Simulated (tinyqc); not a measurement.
Core-shell quantum dot (spherical envelope functions): one step. Ground states.

Parabolic bands; strain and other valleys are left out. s states, u = r psi, hard wall at R + H, c = hbar^2/2m0, energies from the band edges of the core. Core: u = sin(k1 r)/k1, k1 = sqrt(m1 E/c). At R, psi and psi'/m are continuous, so u is continuous and its slope in the shell is s = u/R + (m2/m1)(u' - u/R). Shell: u(R + x) = u(R) cos(k2 x) + s sin(k2 x)/k2, k2 = sqrt(m2 (E - V)/c); for negative arguments the functions turn into sinh and cosh. A level has u(R + H) = 0.

Constants: hbar^2/2m0 = 3.80998211 eV angstrom^2.

Parameters, chosen for this exercise (near those of a GaAs/AlGaAs core-shell dot; not measured data): R = 14 angstrom (core radius); H = 10 angstrom (shell thickness); Vc = 0.261 eV (conduction edge of the shell above that of the core); Vv = 0.128 eV (hole barrier of the shell); me1 = 0.066 m0 (electron, core); me2 = 0.094 m0 (electron, shell); mh1 = 0.406 m0 (hole, core); mh2 = 0.436 m0 (hole, shell).

Problem. Find the lowest root for electron and hole, and the share of u^2 inside the core.

Give: a table of carrier, E (eV), share in the core.

Solution.

Levels:
```
carrier,E (eV),share in the core
electron,0.8277,0.647
hole,0.1909,0.731
```

The core holds 20 % of the volume. Both carriers sit mainly in the core, as the type I line-up favours.

Run: tinyqc, `OMP_NUM_THREADS=1 python tinyqc.py 1282216 1282217 out.jsonl`; Intel(R) Xeon(R) Processor @ 2.30GHz, one thread, shared host; about 0.05 s of CPU time with all checks.
